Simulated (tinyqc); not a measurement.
Grain-boundary diffusion: Harrison regimes, Fisher and Le Claire analysis, Hart average: one step, computed by the program tinyqc. Command: `OMP_NUM_THREADS=1 python tinyqc.py 3009639 3009640 out.jsonl gbdiff walk`. One thread of a shared host (Intel(R) Xeon(R) Processor @ 2.30GHz), about 0.01 s of CPU time with the checks.

A boundary is a slab of width delta with diffusivity D_b, normal to a surface held at constant concentration; it leaks into grains of diffusivity D.

Question. Diffusivities. D = D0 exp(-E/(k_B T)), D_b = D0b exp(-E_b/(k_B T)). Triple product P = s delta D_b.

Inputs (values chosen for the exercise, for a model polycrystal):

| quantity | value | unit |
|---|---|---|
| lattice prefactor D0 | 1.1e-05 | m^2/s |
| lattice activation energy E | 3.75 | eV |
| boundary prefactor D0b | 1.5e-05 | m^2/s |
| boundary activation energy E_b | 2.24 | eV |
| boundary width delta | 0.41 | nm |
| segregation factor s | 10 | - |
| temperature T | 1130 | K |

Constants: k_B = 8.617333262e-05 eV/K.

Give: D; D_b; triple product P.

Answer.

D = 2.072e-22 m^2/s

D_b = 1.534e-15 m^2/s

triple product P = 6.288e-24 m^3/s
